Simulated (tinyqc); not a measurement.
Valley-orbit splitting of a donor ground state, with strain: one step, computed by the program tinyqc. Command: `OMP_NUM_THREADS=1 python tinyqc.py 3024747 3024748 out.jsonl valleyorbit walk`. One thread of a shared host (Intel(R) Xeon(R) Processor @ 2.30GHz), about 0.01 s of CPU time with the checks.

The basis is the 1s envelope in each valley; energies are counted from the unstrained conduction-band edge. The strain is e_s (a a^T - 1/3) for the unit stress axis a, so valley j along n_j moves by Xi_u e_s w_j with w_j = (n_j.a)^2 - 1/3: +2/3 for [111], -2/9 for the others.

Task: Populations and ionisation. H_jj = -(E_0 + Lambda) + Xi_u e_s w_j; H_jk = -Delta_1 between any two valleys. z = sum over levels of exp(-(E - E_ground)/k_B T), the ground-state share being 1/z; N_c = 2 (2 pi m_e k_B T/h^2)^(3/2) sum_j exp(-(shift_j - lowest shift)/k_B T); n1 = N_c/(2 z) exp(-binding/k_B T), binding = lowest shift - E_ground; without compensation n = 2 N_D/(1 + sqrt(1 + 4 N_D/n1)) (Boltzmann statistics; p and higher states left out).

Inputs (values chosen for the exercise, for a model many-valley semiconductor):

| quantity | value | unit |
|---|---|---|
| single-valley binding energy E_0 | 7.29 | meV |
| central-cell shift Lambda | 0.52 | meV |
| coupling Delta_1 | 1 | meV |
| shear deformation potential Xi_u | 16.3 | eV |
| shear strain e_s | 0.0014 | - |
| temperature T | 20 | K |
| donor density N_D | 1.9e+15 | cm^-3 |
| density-of-states mass of one valley m_e | 0.225 | m_0 |

Valleys: four along <111>. Stress axis: [111].

Constants: k_B = 8.617333262e-05 eV/K; m_0 = 9.1093837015e-31 kg; k_B = 1.380649e-23 J/K; h = 6.62607015e-34 J s.

Give: partition sum z; share of neutral donors in the ground state; N_c; n1; free electrons n.

Result:

partition sum z = 1.325

share of neutral donors in the ground state = 0.7549

N_c = 1.383e+17 cm^-3

n1 = 1.629e+14 cm^-3

free electrons n = 4.808e+14 cm^-3
